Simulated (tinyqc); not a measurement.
Hole mobility in a silicon inversion layer, empirical terms and Matthiessen rule: one step of the calculation.

Inversion layer of sheet density Ns on a uniformly doped body. The mobility terms are empirical power laws with prefactors chosen for the exercise; adding their inverses (Matthiessen) is itself an approximation.

Question. Depletion charge and effective field. ni = sqrt(Nc Nv) exp(-Eg/(2 Vt)), Eg in volts; Ndep = sqrt(2 eps0 eps_r Nb (2 Vt ln(Nb/ni) + Vsb)/q); E = q (Ndep + eta Ns)/(eps0 eps_r), in MV/cm.

Parameters, values chosen for the exercise; material values close to those of silicon: temperature T = 325 K; band gap Eg = 1.13 eV; relative permittivity of the semiconductor eps_r = 11.5; conduction-band density of states at T Nc = 3.12e19 cm^-3; valence-band density of states at T Nv = 2.98e19 cm^-3; body doping Nb = 1.9e18 cm^-3; reverse body bias Vsb = 0 V; weight of the inversion charge in the effective field eta = 0.3333; inversion density Ns = 3.6e12 cm^-2.

Constants: q = 1.602176634e-19 C, kB = 1.380649e-23 J/K, Vt = kB T/q, eps0 = 8.8541878128e-14 F/cm where lengths are in cm. Results are converted to the units shown.

Give: ni; Ndep; E.

Answer.

ni = 5.281e10 cm^-3
Ndep = 4.851e12 cm^-2
E = 0.9521 MV/cm

The depletion charge gives 80.2 % of the field.

tinyqc, about 0.01 s, one thread, Intel Xeon 2.30GHz (shared host): `OMP_NUM_THREADS=1 python tinyqc.py 2510168 2510169 out.jsonl`
